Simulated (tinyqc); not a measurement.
BCS gap equation with a constant attraction inside the Debye window: one step, computed by the program tinyqc. Command: `OMP_NUM_THREADS=1 python tinyqc.py 3001141 3001142 out.jsonl bcs walk`. One thread of a shared host (Intel(R) Xeon(R) Processor @ 2.30GHz), about 0.01 s of CPU time with the checks.

Pairs attract with strength V for |xi| < k_B Theta; N(0) is the density of states for one spin. Energies are given as temperatures (E/k_B, in K) unless marked.

Task: One evaluation of the gap equation. Gap equation: 1/(N(0)V) = I(Delta, T) = int_0^Theta tanh(E/2T)/E d xi, E = sqrt(xi^2 + Delta^2); 64 Gauss-Legendre points in y with xi = max(Delta, T) sinh(y). Take Delta = Delta_0 as the trial; the fixed-point update is Delta(new) = N(0)V Delta I(Delta, T).

Inputs (values chosen for the exercise, for a model metal): coupling N(0)V = 0.579; Debye temperature Theta = 439 K; temperature T = 72.3 K.

Solver: secant.

Delta_0 = 161.2011 K

Give: I(Delta_0, T); updated Delta.

Result:

I(Delta_0, T) = 1.568

updated Delta = 146.3 K
